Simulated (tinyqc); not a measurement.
MOS capacitor on a p-type substrate, surface potential from the exact charge relation: two steps of the calculation.

Uniform p-type substrate, Boltzmann statistics, full ionisation, classical densities. psi is the surface potential against the body (positive when the bands bend down) and u = psi/Vt. Traps are spread evenly over the gap and neutral at flat band, so their charge is -q Dit psi; the minority quasi-Fermi level is shifted by Vb.

Inputs (values chosen for the exercise); band and dielectric values close to those of silicon: temperature T = 273 K; band gap Eg = 1.12 eV; relative permittivity eps_r = 11.8; conduction-band density of states at T Nc = 2.39e19 cm^-3; valence-band density of states at T Nv = 2.32e19 cm^-3; electron affinity chi = 4 eV; acceptor density of the substrate N = 1.9e15 cm^-3; relative permittivity of the gate insulator (close to silicon dioxide) eox = 3.9; insulator thickness tox = 28 nm; gate work function phiM = 4.88 eV; fixed charge at the interface, in units of q Nf = 0 cm^-2; density of interface traps Dit = 0 cm^-2 eV^-1; reverse bias of the inversion layer against the body Vb = 0 V; gate voltage against the body Vg = 0.52 V.

Constants: q = 1.602176634e-19 C, kB = 1.380649e-23 J/K, Vt = kB T/q, eps0 = 8.8541878128e-14 F/cm where lengths are in cm. Results are converted to the units shown.

Task 1. Flat band, threshold and scales. ni = sqrt(Nc Nv) exp(-Eg/(2 Vt)), Eg in volts; phiF = Vt ln(N/ni); Cox = eps0 eox/tox; Vfb = phiM - chi - (Eg - Vt ln(Nv/N)) - q Nf/Cox; Q0 = sqrt(2 eps0 eps_r q N Vt); r = (ni/N)^2 exp(-Vb/Vt); VT = Vfb + [(2 phiF + Vb)(1 + q Dit/Cox) + sqrt(2 eps0 eps_r q N (2 phiF + Vb))/Cox].

Wanted: ni; phiF; Cox; Vfb; Q0; r; VT.

Result 1.

ni = 1.0813e9 cm^-3
phiF = 0.33828 V
Cox = 0.12333 uF/cm^2
Vfb = -0.018625 V
Q0 = 3.8684 nC/cm^2
r = 3.2387e-13
VT = 0.82614 V

Task 2. Newton step for the surface potential. u = psi/Vt; F^2 = exp(-u) + u - 1 + r (exp(u) - u - 1); Qs = -sign(u) Q0 F; Cs = -dQs/dpsi = (Q0/Vt) |1 - exp(-u) + r (exp(u) - 1)|/(2 F). f = Vfb + psi + (q Dit psi - Qs)/Cox - Vg, f' = 1 + (Cs + q Dit)/Cox, psi(new) = psi - f/f'.

psi at the start = 0.53862548 V
Cox = 0.12332619 uF/cm^2
Vfb = -0.018625478 V
Q0 = 3.8683889 nC/cm^2
r = 3.2386619e-13

Wanted: u; F; Qs; Cs; f; f'; psi after iteration 1.

Result 2.

u = 22.896
F = 4.6796
Qs = -18.102 nC/cm^2
Cs = 0.017619 uF/cm^2
f = 0.14678 V
f' = 1.1429
psi after iteration 1 = 0.41019 V

Program tinyqc, `OMP_NUM_THREADS=1 python tinyqc.py 2060093 2060094 out.jsonl`; Intel Xeon 2.30GHz, shared host, one thread, about 0.01 s.
